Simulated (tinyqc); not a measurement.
From one set of inputs to another, one input at a time: five-frequency model of solute diffusion by vacancies in an fcc metal. Computed by tinyqc, a small Python program. Command: `OMP_NUM_THREADS=1 python tinyqc.py 3023620 3023621 out.jsonl fivefreq ladder`. One thread of a shared host (Intel(R) Xeon(R) Processor @ 2.30GHz), about 0.01 s of CPU time with the checks.

A vacancy next to the solute exchanges with it (w2), jumps to one of 4 sites that also neighbour the solute (w1) or to one of 7 that do not (w3); w4 is the reverse of w3 and w0 the host jump.

The inputs printed are set A. Inputs not listed in the table keep their values of set A, so the rows need not describe a real material.

Inputs (values chosen for the exercise, for a model solute in a host close to silver): barrier E0 (host jump) = 0.646 eV; barrier E1 (vacancy circles the solute) = 0.573 eV; barrier E2 (exchange) = 0.662 eV; barrier E3 (dissociation) = 0.661 eV; binding energy E_b (positive for attraction) = 0.061 eV; vacancy formation energy E_f = 1.14 eV; formation entropy S_f = 2.7 k_B; attempt frequency nu = 8.8 THz; lattice constant a = 4.09 angstrom; temperature T = 611 K.

Constants: k_B = 8.617333262e-05 eV/K.

Method:
- w_i = nu exp(-E_i/(k_B T)); detailed balance gives E4 = E3 - E_b.
- Manning: with y = w4/w0, 7F = 7 - (10 y^4 + 180.5 y^3 + 927 y^2 + 1341 y)/(2 y^4 + 40.2 y^3 + 254 y^2 + 597 y + 436); f2 = (2 w1 + 7F w3)/(2 w2 + 2 w1 + 7F w3).
- The mean cosine between successive solute jumps follows from f2 = (1 + c)/(1 - c).
- c_v = exp(S_f - E_f/(k_B T)); host D0 = a^2 c_v w0 x 0.7815; solute D2 = a^2 c_v exp(E_b/(k_B T)) w2 f2; 1 angstrom^2 = 1e-16 cm^2.

Each row keeps all changes above it:
```
input moved                                    from     to  correlation factor f2  solute diffusivity D2 (cm^2/s)     7F
set A                                             -      -                 0.8827                       8.430e-16  4.123
barrier E3 (dissociation) (eV)                0.661   1.08                 0.8443                       8.064e-16  6.997
attempt frequency nu (THz)                      8.8    8.7                 0.8443                       7.972e-16  6.997
barrier E0 (host jump) (eV)                   0.646   1.04                 0.8443                       7.972e-16  4.686
temperature T (K)                               611    879                 0.7646                       1.725e-11  4.830
vacancy formation energy E_f (eV)              1.14   1.78                 0.7646                       3.693e-15  4.830
barrier E1 (vacancy circles the solute) (eV)  0.573  0.894                 0.0534                       2.581e-16  4.830
barrier E2 (exchange) (eV)                    0.662   1.02                 0.8643                       3.699e-17  4.830
```

Where does the difference come from?

Correlation factor f2 goes from 0.883 to 0.864, a factor 0.9792 in all. The largest single move comes from barrier E2 (exchange) (a factor 16.2), but it runs against the net change; the largest move in the direction of the net change is barrier E1 (vacancy circles the solute) (a factor 0.0699). Solute diffusivity D2 goes from 8.43e-16 to 3.70e-17, a factor 0.0439 in all. The largest single move comes from temperature T (a factor 21600), but it runs against the net change; the largest move in the direction of the net change is vacancy formation energy E_f (a factor 2.14e-4). 7F goes from 4.12 to 4.83, a factor 1.17 in all. The largest single move comes from barrier E3 (dissociation) (a factor 1.70), and barrier E0 (host jump) works against it (a factor 0.670). The single moves hold for this order of the switches; the total does not depend on the order.

Extremes, crossings and ranges named in words are read from the listed rows.
